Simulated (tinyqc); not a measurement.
Configuration-coordinate model of a defect: Huang-Rhys factor and luminescence line shape: one step, computed by the program tinyqc.

Ground state E_g(Q) = (1/2) omega_g^2 Q^2; excited state E_e(Q) = E_0 + (1/2) omega_e^2 (Q - dQ)^2 with E_0 = E_ZPL - (hbar omega_e - hbar omega_g)/2. Q is mass-weighted; the dipole does not depend on Q (Condon approximation).

Question. Crossing, radiative lifetime and thermal quenching. The curves cross at the root Q_c nearest dQ; the barrier is (1/2) omega_e^2 (Q_c - dQ)^2, with (1/2) omega^2 = (hbar omega)^2/(2 hbar^2/u). k_r = n_r omega^3 mu^2/(3 pi eps_0 hbar c^3) at the vertical emission energy, without local-field correction; k_nr = nu_0 exp(-barrier/k_B T) (Mott-Seitz); yield = k_r/(k_r + k_nr); T_1/2 = barrier/(k_B ln(nu_0/k_r)).

Inputs (values chosen for the exercise, for a model defect in a wide-gap host):
```
quantity                           value              unit
zero-phonon energy E_ZPL            2.28                eV
displacement dQ                    0.761  u^(1/2) angstrom
ground-state phonon hbar omega_g     144               meV
excited-state phonon hbar omega_e    174               meV
temperature T                          4                 K
refractive index n_r                2.34                 -
transition dipole mu                 1.5        e angstrom
quenching prefactor nu_0           4e+11               1/s
```

Modes: different frequencies.

vertical emission energy = 0.8286130 eV

Constants: hbar^2/u = 4.18015928e-03 eV angstrom^2; hbar = 6.582119569e-16 eV s; e = 1.602176634e-19 C; eps_0 = 8.8541878128e-12 F/m; hbar = 1.054571817e-34 J s; c = 299792458 m/s; k_B = 8.617333262e-05 eV/K.

Give: Q_c; classical barrier; radiative lifetime; luminescence yield; quenching temperature T_1/2.

Answer.

Q_c = 0.9974 u^(1/2) angstrom

classical barrier = 0.2024 eV

radiative lifetime = 87.94 ns

luminescence yield = 1

quenching temperature T_1/2 = 224.3 K

At 4.00 K the centre is bright; tunnelling, left out here, starts the quenching earlier. Caution: the barrier is below the relaxation energy of the excited state, so vertical excitation lands above the crossing and may bypass luminescence (Dexter-Klick-Russell rule). Caution: the band is wide against its energy, so the E^3 factor left out of the moments shifts the observed peak up.
